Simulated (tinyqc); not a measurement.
# Undoped gate-all-around wire MOSFET, analytic charge model: two studies

An undoped round wire of radius R under an insulator shell and a surrounding gate; long channel, electrons only, n = ni exp((psi - V)/Vt) with V the quasi-Fermi potential (0 at the source, Vd at the drain), constant mobility, no quantisation. The radial Poisson equation gives n(r) = n(0)/(1 - (1 - b) r^2/R^2)^2 with b = Q0/(Q + Q0). Q is the electron charge per area of the wire surface.

Values chosen for this exercise; material values close to those of gallium arsenide: temperature T = 250 K; band gap Eg = 1.42 eV; relative permittivity of the semiconductor eps_r = 13; conduction-band density of states at T Nc = 3.3e17 cm^-3; valence-band density of states at T Nv = 6.82e18 cm^-3; relative permittivity of the gate insulator eox = 21.5; insulator thickness tox = 11 nm; wire radius R = 15 nm; gate work function less that of the intrinsic body dphi = -0.1 V; channel mobility mu = 520 cm^2/(V s); gate length L = 0.2 um; drain voltage Vd = 0.3 V.

Constants: q = 1.602176634e-19 C, kB = 1.380649e-23 J/K, Vt = kB T/q, eps0 = 8.8541878128e-14 F/cm where lengths are in cm. Results are converted to the units shown.

Each table varies one quantity; the others keep the values above.

## Transfer curve and volume inversion

ni = sqrt(Nc Nv) exp(-Eg/(2 Vt)), Eg in volts; Cox = eps0 eox/(R ln(1 + tox/R)); Q0 = 4 eps0 eps_r Vt/R; V0 = dphi + Vt ln[8 eps0 eps_r Vt/(q ni R^2)]. Q solves Vg - V0 - V = Q/Cox + Vt ln(Q/Q0) + Vt ln(1 + Q/Q0). I = mu (2 pi R/L)[2 Vt (Qs - Qd) + (Qs^2 - Qd^2)/(2 Cox) + Vt Q0 ln((Qd + Q0)/(Qs + Q0))], with Qs at V = 0 and Qd at V = Vd. The drop is psi(surface) - psi(centre) at the source end; C = dQs/dVg, Cg = Cox, drop = 2 Vt ln(1 + Qs/Q0); gm = dI/dVg.

Result of one run:
```
Vg (V),Qs (nC/cm^2),drop (mV),C/Cg,I (uA),gm/I (1/V)
1.04,791.2,110.4,0.8922,36.39,3.860
```

What becomes of these results when the gate voltage Vg is changed from 1.04 to 0.59 V, all else the same?

Result of the changed run:
```
Vg (V),Qs (nC/cm^2),drop (mV),C/Cg,I (uA),gm/I (1/V)
0.59,28.26,15.33,0.3044,0.2166,31.97
```

The whole series:
```
Vg (V),Qs (nC/cm^2),drop (mV),C/Cg,I (uA),gm/I (1/V)
0.29,6.383e-5,4.159e-5,1.284e-6,3.369e-7,46.42
0.44,0.06727,0.04381,0.001350,3.556e-4,46.36
0.59,28.26,15.33,0.3044,0.2166,31.97
0.74,218.0,62.82,0.7128,4.317,12.37
0.89,490.4,91.78,0.8399,16.99,6.666
1.04,791.2,110.4,0.8922,36.39,3.860
1.19,1105,123.8,0.9196,58.32,2.583
1.34,1427,134.3,0.9362,81.34,1.914
1.49,1753,142.8,0.9472,104.9,1.512
```

The current rises from 3.37e-7 to 105 uA. In the first row gm/I is 46.4 1/V, within 0.01 % of 1/Vt: with no depletion charge the whole body follows the gate, and the swing is ideal. The drop between surface and centre goes from 4.2e-5 to 143 mV and passes Vt at Vg = 0.74 V among the rows; below that the density varies across the body by less than a factor of e (volume inversion). C reaches 0.95 of Cg in the last row. For Vg = 0.59 to 1.49 V the surface density at the source passes 0.3 Nc, where Boltzmann statistics fail. For Vg = 0.74 to 1.49 V mu V/L, with V the smaller of Vd and Vg - V0, passes 3e6 cm/s, so velocity saturation would lower the current.

## Effect of the gate work function less that of the intrinsic body

I = mu (2 pi R/L)[2 Vt (Qs - Qd) + (Qs^2 - Qd^2)/(2 Cox) + Vt Q0 ln((Qd + Q0)/(Qs + Q0))], with Qs at V = 0 and Qd at V = Vd.  I(low) is taken at Vg = 0.34 V, Qs and I(high) at Vg = 1.09 V.

Effect of the gate work function less that of the intrinsic body:
```
dphi (V),V0 (V),I(low) (nA),Qs(high) (nC/cm^2),I(high) (uA)
-0.25,0.4384,3.583,1212,65.91
-0.2,0.4884,0.3556,1105,58.32
-0.15,0.5384,0.03495,999.5,50.85
-0.1,0.5884,0.003432,894.8,43.53
-0.05,0.6384,3.369e-4,791.2,36.39
0,0.6884,3.308e-5,689.1,29.51
0.05,0.7384,3.248e-6,588.6,22.99
```

What does the table show?

As dphi goes from -0.25 to 0.05 V, I(low) falls from 3.58 to 3.25e-6 nA and I(high) falls from 65.9 to 23.0 uA. V0 rises from 0.438 to 0.738 V. In every row the surface density at the source at the higher gate voltage passes 0.3 Nc, where Boltzmann statistics fail. In every row mu V/L at the higher gate voltage, with V the smaller of Vd and Vg - V0, passes 3e6 cm/s, so velocity saturation would lower the current.

tinyqc, about 0.02 s, one thread, Intel Xeon 2.30GHz (shared host): `OMP_NUM_THREADS=1 python tinyqc.py 2460089 2460090 out.jsonl`
